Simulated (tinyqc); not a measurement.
From a target to a composition: model-solid line-up of a strained alloy layer on a substrate.

Problem. A layer of the alloy is strained to the substrate, and its gap (Ec minus the top valence edge) is given. Find x between 0.54 and 0.98, where the gap is monotonic.

All values of the alloy are linear in x but the gap, Eg(x) = (1 - x) Eg_A + x Eg_B - C x (1 - x), and the valence edge, Ev(x) = (1 - x) Ev_A + x Ev_B + fv C x (1 - x); Ec = Ev + Eg. Ev is the top of the unstrained valence band on a scale common to all materials. In the layer only the Gamma valley of the conduction band is followed, also where an X or L valley would lie lower.

Coherent growth on a (111) face: e_par = (a_s - a)/a, e_perp = -(2 C11 + 4 C12 - 4 C44)/(C11 + 2 C12 + 4 C44) e_par; exx = eyy = ezz = (2 e_par + e_perp)/3 and exy = eyz = ezx = (e_perp - e_par)/3.

Strained edges: Ec + ac tr(e); the valence edges are Ev plus the levels of the 6 x 6 matrix of X, Y, Z times spin with -Dso/3 + l exx + m (eyy + ezz) on the diagonal (cyclic), n exy off it, l = av + 2 b, m = av - b, n = sqrt(3) d. Spin-orbit term (Dso/3) L.sigma on X, Y, Z with (L_k)_ij = -i epsilon_kij: <X+|H|Y+> = -i Dso/3, <X+|H|Z-> = Dso/3, <Y+|H|Z-> = -i Dso/3, <Z+|H|X-> = -Dso/3, <Z+|H|Y-> = i Dso/3, <X-|H|Y-> = i Dso/3, and their conjugates; + and - are the spin along z.

Values chosen for the exercise (A near GaAs, B near GaSb, substrate near InAs; the results hold for these values, not for the real material): a = (5.653, 6.089) angstrom (lattice constant of A, B); Eg = (1.532, 0.807) eV (gap at Gamma to the s-like level of A, B); Dso = (0.338, 0.753) eV (spin-orbit splitting of A, B); Ev = (-0.8, -0.03) eV (top of the unstrained valence band of A, B); ac = (-7.19, -7.43) eV (conduction deformation potential of A, B); av = (1.15, 0.79) eV (valence hydrostatic potential of A, B); b = (-1.99, -2.03) eV (tetragonal shear potential of A, B); d = (-4.79, -4.68) eV (trigonal shear potential of A, B); C11 = (122, 89.5) GPa (of A, B); C12 = (56.6, 39.9) GPa (of A, B); C44 = (60.2, 42.8) GPa (of A, B); C = 1.548 eV (bowing of the gap); fv = 0.6 (share of the bowing taken by the valence edge); a_s = 6.061 angstrom (substrate); face = 111 (growth face).

strained gap = 0.791127 eV

Find: x; e_par; gap of the relaxed alloy.

Solution. Bisect on x; the strained gap is 0.2307 eV at x = 0.54 and 0.8177 eV at x = 0.98.

x = 0.960
e_par = -0.174 %
gap of the relaxed alloy = 0.777 eV

Program tinyqc; command `OMP_NUM_THREADS=1 python tinyqc.py 1080433 1080434 out.jsonl`; about 0.02 s on one thread of a shared Intel(R) Xeon(R) Processor @ 2.30GHz.
